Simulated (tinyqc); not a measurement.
Donor near an oxide interface in a gate field (two-state model): one step. Binding in the plane. Two cases, with inputs chosen for the exercise.

Problem. Give D, D', the best L, both terms and E_rho.

Interface at z = 0 (hard wall), donor at z = d, field F pulling electrons to the interface: potential e F z; 1 kV/cm = 1e-5 eV/angstrom, c = hbar^2/2m0, q = e^2/(4 pi eps0), Q = (eps - eo)/(eps + eo). Donor state: E_D = e F d - ED - q Q/(4 eps d), the last term joining the images of ion and electron. Interface state: z exp(-b z/2) exp(-rho^2/(2 L^2)) with E_z = c b^2/(4 mz) + 3 e F/b + q Q b/(8 eps), minimised over b; in the plane at z = 3/b the ion (distance D = d - 3/b) and its image (D' = d + 3/b) give E_rho = c/(mt L^2) - (q/eps)(sqrt(pi)/L)[erfcx(D/L) + Q erfcx(D'/L)], erfcx(x) = exp(x^2) erfc(x), minimised over L. E_I = E_z + E_rho.

Constants: hbar^2/2m0 = 3.80998211 eV angstrom^2; e^2/(4 pi eps0) = 14.39964547 eV angstrom.

Give: D, D'; L; kinetic and Coulomb terms; E_rho.

Case 1.

Values chosen (out of a larger set: near those of a donor in Si below HfO2, static dielectric constants; not measured data):
- d = 110 angstrom (depth of the donor)
- mt = 0.191 m0 (mass in the plane)
- eps = 11.4 (dielectric constant of the semiconductor)

Q = -0.317365
<z> = 32.151 angstrom

Solution.

D, D' (angstrom): 77.8  142.2

L = 96.4 angstrom

kinetic and Coulomb terms (meV): 2.15  -8.90

E_rho = -6.75 meV

The bottom of the well lies at -13.4 meV, so the level is 50 % of the way up; L/D = 1.24. Above the critical field the ionised donor would thus still hold its electron as a dot at the interface.

Case 2.

Values chosen (out of a larger set: near those of a donor in Si below SiO2, static dielectric constants; not measured data):
- d = 160 angstrom (depth of the donor)
- mt = 0.185 m0 (mass in the plane)
- eps = 11.2 (dielectric constant of the semiconductor)

Q = 0.483444
<z> = 42.074 angstrom

Solution.

D, D' (angstrom): 117.9  202.1

L = 110.4 angstrom

kinetic and Coulomb terms (meV): 1.69  -11.20

E_rho = -9.51 meV

The bottom of the well lies at -14.0 meV, so the level is 32 % of the way up; L/D = 0.94. Above the critical field the ionised donor would thus still hold its electron as a dot at the interface.

Computed by tinyqc, one run a case: `OMP_NUM_THREADS=1 python tinyqc.py N N+1 out.jsonl` with N = 1282655, 1282685; one thread of a shared Intel(R) Xeon(R) Processor @ 2.30GHz, about 0.1 s a run at most.
